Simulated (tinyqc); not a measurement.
# Capacitance measurement on a leaky thin oxide: effects of series resistance and leakage: two studies

The device is a capacitance C in parallel with a leakage conductance G, in series with Rs and Ls. An impedance meter reports either a parallel pair (Cp, Gp) from Y = 1/Z = Gp + i w Cp or a series pair (Cs, Rm) from Z = Rm + 1/(i w Cs); w = 2 pi f, dissipation D = Gp/(w |Cp|).

Inputs (values chosen for the exercise); values of the order met in thin-oxide MOS capacitors:

| symbol | value | unit | meaning |
|---|---|---|---|
| eox | 3.9 |  | relative permittivity of the gate insulator (close to silicon dioxide) |
| tox | 1.5 | nm | insulator thickness |
| A | 10000 | um^2 | gate area |
| zc | 0.46 | nm | oxide-equivalent thickness added by the accumulation layer |
| zp | 0 | nm | oxide-equivalent thickness added by gate depletion |
| Jg | 0.96 | A/cm^2 | gate leakage current density, not matched to the thickness |
| Vs | 0.22 | V | voltage for an e-fold rise of the leakage |
| Rs | 36 | ohm | series resistance |
| Ls | 410 | nH | series inductance |
| f | 50000 | Hz | measuring frequency |

Constants: eps0 = 8.8541878128e-14 F/cm where lengths are in cm. Results are converted to the units shown.

Each table varies one quantity; the others keep the values above.

## Readings against frequency

EOT = 3.9 tox/eox; CET = EOT + zc + zp; C = 3.9 eps0 A/CET; G = Jg A/Vs. Z = Rs + i w Ls + 1/(G + i w C); CET read from Cp = 3.9 eps0 A/Cp; errors under 0.001 % are printed as 0.

The same in every row: C (pF) = 176.2.

Readings against frequency:
```
f (Hz)  Cp (pF)  Cs (pF)       D  error of Cp (%)  error of Cs (%)  CET read from Cp (nm)
1000      170.7  2.739e7   400.6            -3.11           1.55e7                  2.023
3000      170.7  3.043e6   133.5            -3.11           1.73e6                  2.023
10000     170.7  2.741e5   40.06            -3.11           1.55e5                  2.023
30000     170.7  3.061e4   13.35            -3.11           1.73e4                  2.023
1e5       170.7     2915   4.010            -3.11             1550                  2.023
3e5       170.7    480.7   1.348            -3.10              173                  2.023
1e6       170.9    204.2  0.4417            -3.00             15.9                  2.021
3e6       172.4    184.0  0.2598            -2.15             4.45                  2.003
1e7       179.4    247.0  0.6139             1.82             40.2                  1.925
```

D goes from 401 through a minimum of 0.260 (at f = 3e6 Hz among the rows listed) to 0.614; without inductance its minimum lies at f = sqrt(G (1 + G Rs)/Rs)/(2 pi C) = 3.17e6 Hz. The error of Cp goes from -3.11 to 1.82 % and that of Cs from 1.55e7 to 40.2 %; at low frequency Cp tends to C/(1 + G Rs)^2 and Cs grows as 1 + (G/(w C))^2. One of the two readings is within 2 % of C for f = 1e7 Hz. At the highest frequencies Ls raises both readings, by about w^2 Ls C in relative terms. For f = 1000, 3000, 10000, 30000, 1e5, 3e5 D exceeds 1, where the accuracy of real meters degrades in proportion to sqrt(1 + D^2).

## Effect of the gate leakage current density, not matched to the thickness

Same model as above.

The same in every row: C (pF) = 176.2.

Results:
```
Jg (A/cm^2)  Cp (pF)  Cs (pF)         D  error of Cp (%)  error of Cs (%)  CET read from Cp (nm)
1e-5           176.2    176.2  0.002075                0                0                  1.960
0.001          176.2    176.2   0.01021         -2.96e-3          7.46e-3                  1.960
0.02           176.1    180.9    0.1663          -0.0651             2.70                  1.961
0.2            175.0    651.5     1.650           -0.653              270                  1.973
2              164.9  4.780e4     17.00            -6.42           2.70e4                  2.094
30             44.96  1.885e7     647.5            -74.5           1.07e7                  7.680
```

Estimate the missing row, Jg = 0.0001 A/cm^2.

Computed row:
```
Jg (A/cm^2)  Cp (pF)  Cs (pF)         D  error of Cp (%)  error of Cs (%)  CET read from Cp (nm)
0.0001         176.2    176.2  0.002814                0                0                  1.960
```

With this row back in the table: As Jg goes from 1e-5 to 30, the error of Cp goes from 0 to -74.5 %, that of Cs from 0 to 1.07e7 %, and D rises from 0.00207 to 648. The CET read from Cp goes from 1.96 to 7.68 nm against the true 1.96 nm. For Jg = 0.2, 2, 30 D exceeds 1, where the accuracy of real meters degrades in proportion to sqrt(1 + D^2).

Computed by the program tinyqc: `OMP_NUM_THREADS=1 python tinyqc.py 2022030 2022031 out.jsonl`, one thread of a shared Intel Xeon 2.30GHz, about 0.01 s for the whole run.
